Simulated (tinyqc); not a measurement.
MP2 on RHF in the sto-3g basis, for BeH2, spin multiplicity 1, step by step. One step of it, computed by the program tinyqc.

Task: Iteration 7 (converged): orbitals. Diagonalise F' = X^T F X, C = X C', fill 3 alpha and 3 beta electrons from the bottom; D = 2 C_occ C_occ^T. Each column has its largest component positive (the first on a tie).

converged F (hartree), order 1Be 1s, 1Be 2s, 1Be 2px, 1Be 2py, 1Be 2pz, 2H 1s, 3H 1s:
$$\begin{pmatrix}
-4.513706 & -1.288232 & 0.000000 & 0.000000 & 0.000844 & -0.431829 & -0.431829 \\
-1.288232 & -0.650383 & 0.000000 & 0.000000 & -0.010610 & -0.453868 & -0.453868 \\
0.000000 & 0.000000 & 0.209438 & 0.000000 & 0.000000 & 0.000000 & 0.000000 \\
0.000000 & 0.000000 & 0.000000 & -0.274320 & 0.000000 & -0.344903 & 0.344903 \\
0.000844 & -0.010610 & 0.000000 & 0.000000 & 0.208883 & -0.011345 & -0.011345 \\
-0.431829 & -0.453868 & 0.000000 & -0.344903 & -0.011345 & -0.354966 & -0.071835 \\
-0.431829 & -0.453868 & 0.000000 & 0.344903 & -0.011345 & -0.071835 & -0.354966
\end{pmatrix}$$

X, order 1Be 1s, 1Be 2s, 1Be 2px, 1Be 2py, 1Be 2pz, 2H 1s, 3H 1s:
$$\begin{pmatrix}
0.000000 & -0.286127 & 0.962390 & 0.000000 & -0.135823 & 0.000000 & 0.232006 \\
0.000000 & 1.322589 & -0.110801 & 0.000000 & -0.023983 & 0.000000 & 0.500559 \\
0.000000 & 0.000000 & 0.000000 & 1.000000 & 0.000000 & 0.000000 & 0.000000 \\
1.562340 & 0.000000 & 0.000000 & 0.000000 & 0.000000 & 0.542694 & 0.000000 \\
0.000000 & 0.053794 & 0.147010 & 0.000000 & 0.988378 & 0.000000 & 0.018884 \\
-1.140666 & -0.850883 & -0.243278 & 0.000000 & 0.035441 & 0.371657 & 0.350616 \\
1.140666 & -0.850883 & -0.243278 & 0.000000 & 0.035441 & -0.371657 & 0.350616
\end{pmatrix}$$

Give: F' = X^T F X; orbital energies; coefficients C; D after iteration 7.

Result:

F' = X^T F X (hartree):
$$\begin{pmatrix}
1.0523 & 0.0000 & 0.0000 & 0.0000 & 0.0000 & 0.0339 & 0.0000 \\
0.0000 & 0.4735 & 0.3374 & 0.0000 & -0.0426 & 0.0000 & 0.1354 \\
0.0000 & 0.3374 & -3.6021 & 0.0000 & 0.5839 & 0.0000 & -1.5845 \\
0.0000 & 0.0000 & 0.0000 & 0.2094 & 0.0000 & 0.0000 & 0.0000 \\
0.0000 & -0.0426 & 0.5839 & 0.0000 & 0.1195 & 0.0000 & 0.2507 \\
0.0339 & 0.0000 & 0.0000 & 0.0000 & 0.0000 & -0.4373 & 0.0000 \\
0.0000 & 0.1354 & -1.5845 & 0.0000 & 0.2507 & 0.0000 & -1.2696
\end{pmatrix}$$

orbital energies (hartree): MO1 -4.5172, MO2 -0.4717, MO3 -0.4380, MO4 0.2088, MO5 0.2094, MO6 0.5013, MO7 1.0530

coefficients C, order 1Be 1s, 1Be 2s, 1Be 2px, 1Be 2py, 1Be 2pz, 2H 1s, 3H 1s:
$$\begin{pmatrix}
0.9917 & -0.2318 & 0.0000 & 0.0160 & 0.0000 & -0.2069 & 0.0000 \\
0.0314 & 0.5370 & 0.0000 & -0.0753 & 0.0000 & 1.3106 & 0.0000 \\
0.0000 & 0.0000 & 0.0000 & 0.0000 & 1.0000 & 0.0000 & 0.0000 \\
0.0000 & 0.0000 & 0.5070 & 0.0000 & 0.0000 & 0.0000 & 1.5743 \\
0.0000 & 0.0098 & 0.0000 & 0.9973 & 0.0000 & 0.0842 & 0.0000 \\
-0.0018 & 0.3966 & 0.3975 & 0.0292 & 0.0000 & -0.8656 & -1.1319 \\
-0.0018 & 0.3966 & -0.3975 & 0.0292 & 0.0000 & -0.8656 & 1.1319
\end{pmatrix}$$

D after iteration 7, order 1Be 1s, 1Be 2s, 1Be 2px, 1Be 2py, 1Be 2pz, 2H 1s, 3H 1s:
$$\begin{pmatrix}
2.0745 & -0.1866 & 0.0000 & 0.0000 & -0.0046 & -0.1874 & -0.1874 \\
-0.1866 & 0.5787 & 0.0000 & 0.0000 & 0.0105 & 0.4258 & 0.4258 \\
0.0000 & 0.0000 & 0.0000 & 0.0000 & 0.0000 & 0.0000 & 0.0000 \\
0.0000 & 0.0000 & 0.0000 & 0.5141 & 0.0000 & 0.4031 & -0.4031 \\
-0.0046 & 0.0105 & 0.0000 & 0.0000 & 0.0002 & 0.0078 & 0.0078 \\
-0.1874 & 0.4258 & 0.0000 & 0.4031 & 0.0078 & 0.6306 & -0.0016 \\
-0.1874 & 0.4258 & 0.0000 & -0.4031 & 0.0078 & -0.0016 & 0.6306
\end{pmatrix}$$
